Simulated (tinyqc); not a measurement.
From results back to parameters: interband optics of a two-band s-p chain from momentum matrix elements. Three cases, with inputs chosen for the exercise.

Problem. At k = 0 the chain has the gap D0 = Es - Ep_ - 2 (ts + tp), w0 = 4 a^2 V^2, and masses 2c/mc = 2 ts a^2 + 2 w0/D0, 2c/mv = 2 tp a^2 + 2 w0/D0 (c = hbar^2/2m0, mv positive for holes). The oscillator strength there is f0 = w0/(c D0). V, ts and tp are hidden.

Constants: hbar^2/2m0 = 3.80998211 eV angstrom^2.

Case 1.

Values chosen: a = 3.16 angstrom (period).
D0 = 5.4800 eV
f0 = 1.10499

mc, mv (m0): 0.543821  0.437753

Case 2.

Values chosen: a = 3.59 angstrom (period).
D0 = 1.8900 eV
f0 = 9.14158

mc, mv (m0): 0.091738  0.092311

Case 3.

Values chosen: a = 2.7 angstrom (period).
D0 = 4.9800 eV
f0 = 0.64932

mc, mv (m0): 0.574726  0.902088

Find: V; ts; tp.

Solution. w0 = f0 c D0 gives V; 1/mc - f0 = ts a^2/c and 1/mv - f0 = tp a^2/c.

Case 1.

V = 0.76 eV
ts = 0.28 eV
tp = 0.45 eV

Case 2.

V = 1.13 eV
ts = 0.52 eV
tp = 0.50 eV

Case 3.

V = 0.65 eV
ts = 0.57 eV
tp = 0.24 eV

Computed by tinyqc, one run a case: `OMP_NUM_THREADS=1 python tinyqc.py N N+1 out.jsonl` with N = 1650381, 1650396, 1650434; one thread of a shared Intel(R) Xeon(R) Processor @ 2.30GHz, about 0.02 s a run at most.
